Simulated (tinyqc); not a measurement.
# Worked calculation: MOS capacitor on a p-type substrate, surface potential from the exact charge relation

Computed by the program tinyqc: `OMP_NUM_THREADS=1 python tinyqc.py 2060087 2060088 out.jsonl`, one thread of a shared Intel Xeon 2.30GHz, about 0.01 s for the whole run. Printed values are rounded.

Uniform p-type substrate, Boltzmann statistics, full ionisation, classical densities. psi is the surface potential against the body (positive when the bands bend down) and u = psi/Vt. Traps are spread evenly over the gap and neutral at flat band, so their charge is -q Dit psi; the minority quasi-Fermi level is shifted by Vb.

Parameters, values chosen for the exercise; band and dielectric values close to those of In0.53Ga0.47As: temperature T = 293 K; band gap Eg = 0.731 eV; relative permittivity eps_r = 13.9; conduction-band density of states at T Nc = 2.04e17 cm^-3; valence-band density of states at T Nv = 7.47e18 cm^-3; electron affinity chi = 4.43 eV; acceptor density of the substrate N = 1.4e17 cm^-3; relative permittivity of the gate insulator (close to silicon dioxide) eox = 3.9; insulator thickness tox = 18 nm; gate work function phiM = 4.73 eV; fixed charge at the interface, in units of q Nf = 0 cm^-2; density of interface traps Dit = 3.9e11 cm^-2 eV^-1; reverse bias of the inversion layer against the body Vb = 0 V; gate voltage against the body Vg = -0.58 V.

Constants: q = 1.602176634e-19 C, kB = 1.380649e-23 J/K, Vt = kB T/q, eps0 = 8.8541878128e-14 F/cm where lengths are in cm. Results are converted to the units shown.

## Flat band, threshold and scales

ni = sqrt(Nc Nv) exp(-Eg/(2 Vt)), Eg in volts; phiF = Vt ln(N/ni); Cox = eps0 eox/tox; Vfb = phiM - chi - (Eg - Vt ln(Nv/N)) - q Nf/Cox; Q0 = sqrt(2 eps0 eps_r q N Vt); r = (ni/N)^2 exp(-Vb/Vt); VT = Vfb + [(2 phiF + Vb)(1 + q Dit/Cox) + sqrt(2 eps0 eps_r q N (2 phiF + Vb))/Cox].

ni = 6.37754e11 cm^-3
phiF = 0.310540 V
Cox = 0.191841 uF/cm^2
Vfb = -0.330585 V
Q0 = 37.3367 nC/cm^2
r = 2.07515e-11
VT = 1.45806 V

## Starting value

psi = Vg - Vfb, limited to the range from -4 Vt to +(2 phiF + Vb + 4 Vt).

psi at the start = -0.100995 V

## Iteration 1: Newton step for the surface potential

u = psi/Vt; F^2 = exp(-u) + u - 1 + r (exp(u) - u - 1); Qs = -sign(u) Q0 F; Cs = -dQs/dpsi = (Q0/Vt) |1 - exp(-u) + r (exp(u) - 1)|/(2 F). f = Vfb + psi + (q Dit psi - Qs)/Cox - Vg, f' = 1 + (Cs + q Dit)/Cox, psi(new) = psi - f/f'.

u = -4
F = 7.04260
Qs = 262.947 nC/cm^2
Cs = 5.62708 uF/cm^2
f = -1.25513 V
f' = 30.6577
psi after iteration 1 = -0.0600550 V

## Iteration 2: Newton step for the surface potential

As before.

u = -2.37853
F = 2.72223
Qs = 101.639 nC/cm^2
Cs = 2.65878 uF/cm^2
f = -0.360010 V
f' = 15.1850
psi after iteration 2 = -0.0363468 V

## Iteration 3: Newton step for the surface potential

As before.

u = -1.43954
F = 1.33388
Qs = 49.8026 nC/cm^2
Cs = 1.78419 uF/cm^2
f = -0.0583747 V
f' = 10.6261
psi after iteration 3 = -0.0308532 V

## Course of the Newton iteration

Stop when the step is below 1e-10 V, or after 60 iterations.

Course of the iteration:

| iteration | psi before the step (V) | f (V) | step (V) |
|---|---|---|---|
| 1 | -0.100995 | -1.26 | 0.0409 |
| 2 | -0.0600550 | -0.360 | 0.0237 |
| 3 | -0.0363468 | -0.0584 | 5.49e-3 |
| 4 | -0.0308532 | -2.18e-3 | 2.21e-4 |
| 5 | -0.0306323 | -3.26e-6 | 3.32e-7 |
| 6 | -0.0306320 | -7.34e-12 | 7.48e-13 |

Converged in 6 iterations.

## Charges, field and capacitances at the solution

converged psi = -0.0306320 V

u = psi/Vt; F^2 = exp(-u) + u - 1 + r (exp(u) - u - 1); Qs = -sign(u) Q0 F; Cs = -dQs/dpsi = (Q0/Vt) |1 - exp(-u) + r (exp(u) - 1)|/(2 F). Low frequency: 1/C_LF = 1/Cox + 1/(Cs + q Dit). High frequency, in the simple estimate in which traps and minority carriers do not follow: 1/C_HF = 1/Cox + 1/Cd, Cd being Cs with r = 0 at the same psi. Minority sheet density N_inv = (Q0/(2 q)) int_0^u r (exp(t) - 1)/F(t) dt for u > 0. Oxide field |Qs - q Dit psi + q Nf|/(eps0 eox).

Qs = 40.0574 nC/cm^2
N_inv = 0 cm^-2
oxide field = 0.121546 MV/cm
Cs = 1.62935 uF/cm^2
C_LF/Cox = 0.898156
C_HF/Cox = 0.894662

The surface is in accumulation (borders at |psi| = 0, phiF + Vb and 2 phiF + Vb = 0.621 V).
